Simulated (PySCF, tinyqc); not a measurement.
Worked calculation (part 2 of 2): MP2 on RHF in the 6-31g basis, for H4, spin multiplicity 1. The lowest restricted solution is unstable here: a spin-polarised one lies 0.0747 hartree lower (PySCF). Computed by tinyqc, a small Python program that keeps every step (integrals from PySCF). Command: `OMP_NUM_THREADS=1 python tinyqc.py 24859 24860 out.jsonl` (the two numbers bound the seeds that draw the settings). One thread of a shared host (Intel(R) Xeon(R) Processor @ 2.60GHz), about 0.1 s of CPU time with the checks.

Geometry (angstrom):
```
atom        x        y        z
H     0.00000  0.00000  0.00000
H     0.00000  0.00000  0.99800
H     0.00000  0.97800  0.00000
H     0.00000  0.97800  0.99800
```

## Convergence

Stop when the energy changes by less than 1e-10 hartree and every element of the error matrix X^T (F D S - S D F) X is below 3e-06.

Course of the cycle:
```
iteration  E (hartree)     change  largest element of the error matrix
1           -1.8292346          -                             1.39e-01
2           -1.9164976  -8.73e-02                             4.40e-02
3           -1.9225924  -6.09e-03                             3.03e-03
4           -1.9226239  -3.15e-05                             1.16e-04
5           -1.9226240  -9.97e-08                             8.80e-07
6           -1.9226240  -2.57e-12                             3.35e-07
```

PySCF RHF in the same basis = -1.9226240 hartree

Converged in 6 iterations.

## Integrals over molecular orbitals

coefficients C, order 1H 1s, 1H 2s, 2H 1s, 2H 2s, 3H 1s, 3H 2s, 4H 1s, 4H 2s:
```
[[0.23009, 0.22293, 0.17034, 0.11048, 0.60255, -0.62632, -0.65028, -0.76020],
 [0.13509, 0.50664, 0.58858, 1.85554, -0.44489, 0.82788, 0.79238, 1.42139],
 [0.23009, -0.22293, 0.17034, -0.11048, 0.60255, 0.62632, -0.65028, 0.76020],
 [0.13509, -0.50664, 0.58858, -1.85554, -0.44489, -0.82788, 0.79238, -1.42139],
 [0.23009, 0.22293, -0.17034, -0.11048, 0.60255, -0.62632, 0.65028, 0.76020],
 [0.13509, 0.50664, -0.58858, -1.85554, -0.44489, 0.82788, -0.79238, -1.42139],
 [0.23009, -0.22293, -0.17034, 0.11048, 0.60255, 0.62632, 0.65028, -0.76020],
 [0.13509, -0.50664, -0.58858, 1.85554, -0.44489, -0.82788, -0.79238, 1.42139]]
```

core Hamiltonian H = T + V (hartree), order 1H 1s, 1H 2s, 2H 1s, 2H 2s, 3H 1s, 3H 2s, 4H 1s, 4H 2s:
```
[[-1.70557, -1.42558, -0.71556, -0.97755, -0.74689, -0.99409, -0.28139, -0.67895],
 [-1.42558, -1.69276, -0.97755, -1.38505, -0.99409, -1.39753, -0.67895, -1.14157],
 [-0.71556, -0.97755, -1.70557, -1.42558, -0.28139, -0.67895, -0.74689, -0.99409],
 [-0.97755, -1.38505, -1.42558, -1.69276, -0.67895, -1.14157, -0.99409, -1.39753],
 [-0.74689, -0.99409, -0.28139, -0.67895, -1.70557, -1.42558, -0.71556, -0.97755],
 [-0.99409, -1.39753, -0.67895, -1.14157, -1.42558, -1.69276, -0.97755, -1.38505],
 [-0.28139, -0.67895, -0.74689, -0.99409, -0.71556, -0.97755, -1.70557, -1.42558],
 [-0.67895, -1.14157, -0.99409, -1.39753, -0.97755, -1.38505, -1.42558, -1.69276]]
```

Given earlier and not repeated: Two-electron integrals (ij|kl) in chemists' order.

(pq|rs) = sum C_ip C_jq C_kr C_ls (ij|kl), one index at a time.

one-electron integrals over orbitals h = C^T H C (hartree):
```
[[-2.15407, 0.00000, 0.00000, 0.00000, -0.22075, 0.00000, 0.00000, 0.00000],
 [0.00000, -1.55770, 0.00000, 0.00000, 0.00000, 0.27249, 0.00000, 0.00000],
 [0.00000, 0.00000, -1.49374, 0.00000, 0.00000, 0.00000, 0.33571, 0.00000],
 [0.00000, 0.00000, 0.00000, -0.95628, 0.00000, 0.00000, 0.00000, 0.29651],
 [-0.22075, 0.00000, 0.00000, 0.00000, -0.71485, 0.00000, 0.00000, 0.00000],
 [0.00000, 0.27249, 0.00000, 0.00000, 0.00000, -0.66344, 0.00000, 0.00000],
 [0.00000, 0.00000, 0.33571, 0.00000, 0.00000, 0.00000, -0.69934, 0.00000],
 [0.00000, 0.00000, 0.00000, 0.29651, 0.00000, 0.00000, 0.00000, -0.48205]]
```

Two-electron integrals over orbitals (pq|rs), unique and non-zero (hartree):
```
(11|11) 0.54528    (21|21) 0.11414    (22|11) 0.46331    (22|22) 0.43063
(31|31) 0.10101    (32|32) 0.04180    (33|11) 0.44063    (33|22) 0.38729
(33|33) 0.40258    (41|32) 0.03528    (41|41) 0.02985    (42|31) 0.07060
(42|42) 0.06415    (43|21) 0.07313    (43|43) 0.06527    (44|11) 0.35463
(44|22) 0.34142    (44|33) 0.33481    (44|44) 0.31510    (51|11) 0.10079
(51|22) 0.06777    (51|33) 0.05720    (51|44) 0.02843    (51|51) 0.05265
(52|21) 0.01559    (52|43) -0.00240   (52|52) 0.02986    (53|31) 0.00323
(53|42) -0.00684   (53|53) 0.02829    (54|32) -0.00391   (54|41) -0.00410
(54|54) 0.01703    (55|11) 0.42111    (55|22) 0.37754    (55|33) 0.36449
(55|44) 0.31310    (55|51) 0.05497    (55|55) 0.35984    (61|21) -0.06181
(61|43) -0.02921   (61|52) -0.03351   (61|61) 0.05755    (62|11) -0.12525
(62|22) -0.08380   (62|33) -0.07857   (62|44) -0.03711   (62|51) -0.05657
(62|55) -0.07189   (62|62) 0.07121    (63|32) -0.01724   (63|41) -0.01362
(63|54) -0.01465   (63|63) 0.02389    (64|31) -0.01048   (64|42) 0.00463
(64|53) -0.02126   (64|64) 0.02342    (65|21) -0.09343   (65|43) -0.06376
(65|52) -0.01052   (65|61) 0.05048    (65|65) 0.08792    (66|11) 0.45263
(66|22) 0.40931    (66|33) 0.37646    (66|44) 0.32660    (66|51) 0.07711
(66|55) 0.37324    (66|62) -0.08875   (66|66) 0.40831    (71|31) -0.06453
(71|42) -0.03759   (71|53) -0.02841   (71|64) 0.02547    (71|71) 0.06771
(72|32) -0.02524   (72|41) -0.02037   (72|54) -0.01473   (72|63) 0.02737
(72|72) 0.03416    (73|11) -0.12373   (73|22) -0.08900   (73|33) -0.07155
(73|44) -0.03783   (73|51) -0.05456   (73|55) -0.07074   (73|62) 0.05994
(73|66) -0.09445   (73|73) 0.06787    (74|21) -0.02011   (74|43) 0.00041
(74|52) -0.02204   (74|61) 0.02762    (74|65) 0.01307    (74|74) 0.02314
(75|31) -0.08760   (75|42) -0.06354   (75|53) -0.00400   (75|64) 0.00861
(75|71) 0.06014    (75|75) 0.08776    (76|32) 0.04523    (76|41) 0.03734
(76|54) 0.00503    (76|63) -0.02967   (76|72) -0.03967   (76|76) 0.06419
(77|11) 0.47455    (77|22) 0.40986    (77|33) 0.40600    (77|44) 0.33348
(77|51) 0.08671    (77|55) 0.38587    (77|62) -0.10711   (77|66) 0.41157
(77|73) -0.09923   (77|77) 0.44174    (81|32) -0.04301   (81|41) -0.03520
(81|54) -0.01398   (81|63) 0.03642    (81|72) 0.04600    (81|76) -0.06109
(81|81) 0.06623    (82|31) -0.06684   (82|42) -0.04309   (82|53) -0.02355
(82|64) 0.02586    (82|71) 0.06404    (82|75) 0.06230    (82|82) 0.06733
(83|21) -0.06368   (83|43) -0.03472   (83|52) -0.02720   (83|61) 0.05189
(83|65) 0.05197    (83|74) 0.02783    (83|83) 0.05383    (84|11) -0.10692
(84|22) -0.08048   (84|33) -0.07110   (84|44) -0.03753   (84|51) -0.04144
(84|55) -0.06485   (84|62) 0.05216    (84|66) -0.07944   (84|73) 0.05138
(84|77) -0.08875   (84|84) 0.04674    (85|32) -0.04098   (85|41) -0.03379
(85|54) -0.00533   (85|63) 0.02761    (85|72) 0.03687    (85|76) -0.05942
(85|81) 0.05627    (85|85) 0.05528    (86|31) 0.09764    (86|42) 0.07156
(86|53) 0.01848    (86|64) -0.01799   (86|71) -0.08002   (86|75) -0.09740
(86|82) -0.08177   (86|86) 0.11946    (87|21) 0.11259    (87|43) 0.07420
(87|52) 0.03099    (87|61) -0.07719   (87|65) -0.10210   (87|74) -0.02780
(87|83) -0.07709   (87|87) 0.13618    (88|11) 0.51680    (88|22) 0.45102
(88|33) 0.42773    (88|44) 0.35261    (88|51) 0.10773    (88|55) 0.41110
(88|62) -0.12995   (88|66) 0.45298    (88|73) -0.12745   (88|77) 0.47612
(88|84) -0.11057   (88|88) 0.53132
```

## Second-order Moller-Plesset energy

orbital energies (hartree): [-0.79632, -0.31460, 0.01927, 0.34184, 0.79994, 0.93169, 0.96760, 1.32002]

Hartree-Fock energy = -1.9226240 hartree

E2 = sum_ijab (ia|jb) [2 (ia|jb) - (ib|ja)] / (e_i + e_j - e_a - e_b) over occupied i, j and virtual a, b; the opposite-spin part is (ia|jb)^2 / denominator, the rest is same-spin, and SCS-MP2 scales them by 6/5 and 1/3.

Terms:
```
i  j  a  b   (ia|jb)   (ib|ja)  denominator       term
1  1  3  3   0.10101   0.10101     -1.63118   -0.00626
1  2  3  4   0.07060   0.03528     -1.47202   -0.00508
2  1  4  3   0.07060   0.03528     -1.47202   -0.00508
2  2  4  4   0.06415   0.06415     -1.31287   -0.00313
2  2  3  3   0.04180   0.04180     -0.66774   -0.00262
2  1  8  3  -0.06684  -0.04301     -2.45020   -0.00247
1  2  3  8  -0.06684  -0.04301     -2.45020   -0.00247
2  2  6  6   0.07121   0.07121     -2.49257   -0.00203
1  1  7  3  -0.06453  -0.06453     -2.57951   -0.00161
1  1  3  7  -0.06453  -0.06453     -2.57951   -0.00161
1  2  5  6  -0.05657  -0.03351     -2.84254   -0.00158
2  1  6  5  -0.05657  -0.03351     -2.84254   -0.00158
1  2  7  8   0.06404   0.04600     -3.39854   -0.00155
2  1  8  7   0.06404   0.04600     -3.39854   -0.00155
2  2  8  8   0.06733   0.06733     -3.26923   -0.00139
1  1  7  7   0.06771   0.06771     -3.52785   -0.00130
1  1  8  8   0.06623   0.06623     -4.23267   -0.00104
1  1  6  6   0.05755   0.05755     -3.45601   -0.00096
1  1  5  5   0.05265   0.05265     -3.19252   -0.00087
1  2  7  4  -0.03759  -0.02037     -2.42036   -0.00085
2  1  4  7  -0.03759  -0.02037     -2.42036   -0.00085
2  2  8  4  -0.04309  -0.04309     -2.29105   -0.00081
2  2  4  8  -0.04309  -0.04309     -2.29105   -0.00081
2  2  7  7   0.03416   0.03416     -2.56440   -0.00046
2  2  5  5   0.02986   0.02986     -2.22907   -0.00040
2  2  3  7  -0.02524  -0.02524     -1.61607   -0.00039
2  2  7  3  -0.02524  -0.02524     -1.61607   -0.00039
1  1  4  4   0.02985   0.02985     -2.27631   -0.00039
1  1  8  4  -0.03520  -0.03520     -3.25449   -0.00038
1  1  4  8  -0.03520  -0.03520     -3.25449   -0.00038
2  1  7  8   0.04600   0.06404     -3.39854   -0.00038
1  2  8  7   0.04600   0.06404     -3.39854   -0.00038
1  2  8  3  -0.04301  -0.06684     -2.45020   -0.00034
2  1  3  8  -0.04301  -0.06684     -2.45020   -0.00034
2  1  5  6  -0.03351  -0.05657     -2.84254   -0.00012
1  2  6  5  -0.03351  -0.05657     -2.84254   -0.00012
2  1  7  4  -0.02037  -0.03759     -2.42036  -2.64e-05
1  2  4  7  -0.02037  -0.03759     -2.42036  -2.64e-05
2  1  3  4   0.03528   0.07060     -1.47202   9.04e-07
1  2  4  3   0.03528   0.07060     -1.47202   9.04e-07
```

Pair energies (hartree; pair i-j sums ij and ji):
```
pair  opposite spin  same spin
1-1        -0.01480          0
2-1        -0.02183   -0.00297
2-2        -0.01244          0
```

MP2 correlation energy = -0.0520365 hartree

SCS-MP2 correlation energy = -0.0598702 hartree

MP2 total energy = -1.9746605 hartree
